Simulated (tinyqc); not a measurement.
Floating body of a partially depleted SOI transistor: body voltage and kink: one step of the calculation.

Source at 0 V. Channel current Ic = 2 nf K Vt^2 [F(0) - F(Vd)](1 + la Vd), F(V) = ln^2(1 + exp((Vg - VT - nf V)/(2 nf Vt))), VT = VT0 - gb Vb. Saturation voltage Vs = 2 Vt sqrt(F(0)) + 3 Vt, excess Ve = (Vd - Vs + sqrt((Vd - Vs)^2 + 0.0004 V^2))/2, multiplication M1 = Ai Ve exp(-Bl/Ve). Each junction passes D(v) = J1 (exp(v/Vt) - 1) + J2 (exp(v/(2 Vt)) - 1). Bipolar current Ib = bb J1 (exp(Vb/Vt) - 1). The body settles where M1 (Ic + Ib) = D(Vb) + D(Vb - Vd) + Vb/Rb; drain current Id = (1 + M1)(Ic + Ib) - D(Vb - Vd).

Problem. New Vb. Current into the body I_in = M1 (Ic + Ib) - D(Vb - Vd), current out I_out = D(Vb) + Vb/Rb; f = ln(I_in/I_out), s = df/dVb by central differences over 1e-5 V, Vb(new) = Vb - f/s.

Inputs (values chosen for the exercise); values of the order met in partially depleted silicon-on-insulator transistors: temperature T = 358 K; threshold at zero body voltage VT0 = 0.35 V; fall of the threshold per volt of body voltage gb = 0.14; slope factor nf = 1.19; gain factor per width K = 120 uA/(V^2 um); channel-length modulation factor la = 0.06 1/V; impact-ionisation prefactor Ai = 2.28 1/V; impact-ionisation voltage Bl = 5.2 V; diffusion saturation current of each junction J1 = 4.4e-11 uA/um; recombination saturation current of each junction J2 = 3.4e-8 uA/um; gain of the lateral bipolar transistor on the diffusion current bb = 0.5; resistance of a weak body tie to the source (1e9 stands for no tie, and the term is then dropped) Rb = 1e9 kohm um; gate voltage Vg = 0.37 V; drain voltage Vd = 2.4 V.

Constants: q = 1.602176634e-19 C, kB = 1.380649e-23 J/K, Vt = kB T/q. Results are converted to the units shown.

Vb after iteration 1 = 0.71581489 V

Wanted: Ic; Ve; M1; I_in; I_out; f; s; Vb after iteration 2.

Solution.

Ic = 1.0244 uA/um
Ve = 2.1955 V
M1 = 0.46866
I_in = 0.60317 uA/um
I_out = 0.52901 uA/um
f = 0.13119
s = -24.437 1/V
Vb after iteration 2 = 0.72118 V

Range of the model: The multiplication law is an empirical form chosen for the exercise; self-heating and capacitive coupling to the body are left out, and the linear laws are rough once Vb passes about 0.7 V or M1 about 0.1.

tinyqc, about 0.2 s, one thread, Intel Xeon 2.30GHz (shared host): `OMP_NUM_THREADS=1 python tinyqc.py 2182198 2182199 out.jsonl`
